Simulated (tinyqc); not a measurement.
Worked calculation: velocity overshoot from momentum and energy balance equations after a field step. Computed by tinyqc, a small Python program that keeps every step. Command: `OMP_NUM_THREADS=1 python tinyqc.py 3029507 3029508 out.jsonl overshoot walk`. One thread of a shared host (Intel(R) Xeon(R) Processor @ 2.30GHz), about 0.02 s of CPU time with the checks. Intermediate numbers are printed to about 7 digits and carried at full precision; extremes and crossings named in words are read from the listed rows.

At t = 0 the field jumps from 0 to F in a uniform sample. v is the drift velocity and u = w - (3/2) k_B T the excess energy per carrier.

Inputs (values chosen for the exercise, modelled on electrons in GaN except for tau_E):

| quantity | value | unit |
|---|---|---|
| effective mass m | 0.2 | m_0 |
| low-field mobility mu_0 | 1300 | cm^2/(V s) |
| saturation velocity v_s | 1.9 | 1e7 cm/s |
| energy relaxation time tau_E | 0.21 | ps |
| field after the step F | 37 | kV/cm |
| lattice temperature T | 300 | K |
| time step dt | 3.3 | fs |

Scheme: implicit in the damping.

Constants: m_0 = 9.1093837015e-31 kg; e = 1.602176634e-19 C; k_B = 8.617333262e-05 eV/K.

## Constants and steady state

dv/dt = e F/m - v/tau_m(u), du/dt = e F v - u/tau_E, tau_m(u) = tau_0/(1 + c u), tau_0 = m mu_0/e, c = mu_0/(e tau_E v_s^2); this choice gives the steady state v (1 + mu_0 F v/v_s^2) = mu_0 F, which saturates at v_s. Steady velocity v = 2 mu_0 F/(1 + sqrt(1 + 4 (mu_0 F/v_s)^2)); u = e F v tau_E; carrier temperature T + 2u/(3 k_B), neglecting the drift energy m v^2/2.

tau_0 = 147.8264 fs

c = 17.14813 1/eV

acceleration e F/m = 0.03253817 1e7 cm/s per fs

steady velocity = 1.561444 1e7 cm/s

steady excess energy = 0.1213242 eV

steady carrier temperature = 1238.606 K

tau_E/tau_0 = 1.42, and in the steady state tau_m has shrunk to 48.0 fs.

## First four steps

dv/dt = e F/m - v/tau_m(u), du/dt = e F v - u/tau_E, tau_m(u) = tau_0/(1 + c u), tau_0 = m mu_0/e, c = mu_0/(e tau_E v_s^2); this choice gives the steady state v (1 + mu_0 F v/v_s^2) = mu_0 F, which saturates at v_s. Step: v_new = (v + dt e F/m)/(1 + dt/tau_m(u)), u_new = (u + dt e F v_new)/(1 + dt/tau_E). Start v = u = 0; the distance adds dt (v + v_new)/2.

Steps:

| step | t (fs) | v (1e7 cm/s) | u (eV) | tau_m (fs) |
|---|---|---|---|---|
| 1 | 3.3 | 0.1050313 | 0.000126259 | 147.5070 |
| 2 | 6.6 | 0.2077593 | 0.000374055 | 146.8842 |
| 3 | 9.9 | 0.3082108 | 0.000738771 | 145.9771 |
| 4 | 13.2 | 0.4063996 | 0.001215879 | 144.8071 |

## The whole transient

Run to 8 times the larger of tau_E and tau_0, but at most 20001 steps, and stop early if |v| > 1000 v_s or u < -1/(2c); the run is accepted if the last v is within 0.5 % of the steady value.

Selected steps, the peak among them:

| step | t (fs) | v (1e7 cm/s) | u (eV) | distance (nm) |
|---|---|---|---|---|
| 1 | 3.300000e+00 | 0.105031 | 1.262591e-04 | 1.733016e-02 |
| 2 | 6.600000e+00 | 0.207759 | 3.740552e-04 | 6.894061e-02 |
| 4 | 1.320000e+01 | 0.406400 | 1.215879e-03 | 2.719864e-01 |
| 6 | 1.980000e+01 | 0.595989 | 2.489502e-03 | 6.031487e-01 |
| 10 | 3.300000e+01 | 0.947529 | 6.192810e-03 | 1.625728e+00 |
| 17 | 5.610000e+01 | 1.468363 | 1.567474e-02 | 4.439646e+00 |
| 28 | 9.240000e+01 | 2.020719 | 3.530722e-02 | 1.087258e+01 |
| 44 | 1.452000e+02 | 2.277625 | 6.540052e-02 | 2.246612e+01 |
| 46 | 1.518000e+02 | 2.275275 | 6.882270e-02 | 2.396881e+01 |
| 74 | 2.442000e+02 | 1.960291 | 1.027793e-01 | 4.373408e+01 |
| 120 | 3.960000e+02 | 1.625791 | 1.190007e-01 | 7.034521e+01 |
| 195 | 6.435000e+02 | 1.563095 | 1.212917e-01 | 1.094361e+02 |
| 315 | 1.039500e+03 | 1.561434 | 1.213249e-01 | 1.712780e+02 |
| 510 | 1.683000e+03 | 1.561443 | 1.213242e-01 | 2.717568e+02 |

peak velocity = 2.277625 1e7 cm/s

time of the peak = 145.2 fs

distance at the peak = 22.46612 nm

last relative deviation from the steady velocity = 5.338434e-09

peak over steady velocity = 1.458667

The velocity overshoots to 1.46 times its steady value: momentum follows the field within tau_m while the energy, and with it the scattering rate, builds up over tau_E. A channel shorter than a few times 22 nm would see this.

## Error of the time step

The peak velocity is recomputed with dt/2 and dt/4 and by an adaptive Runge-Kutta method (tolerance 1e-9).

Peak velocity:

| step | v_peak (1e7 cm/s) | error (%) |
|---|---|---|
| dt | 2.277625 | -0.1548136 |
| dt/2 | 2.279327 | -0.0802228 |
| dt/4 | 2.280228 | -0.0407299 |
| adaptive | 2.281157 | 0.0000000 |

The implicit scheme puts the peak 0.15 % too low; halving dt divides the error by 1.93, as a first-order method should.

Checks made by the program: peak at dt/4 against the adaptive solution (relative difference 4e-04).
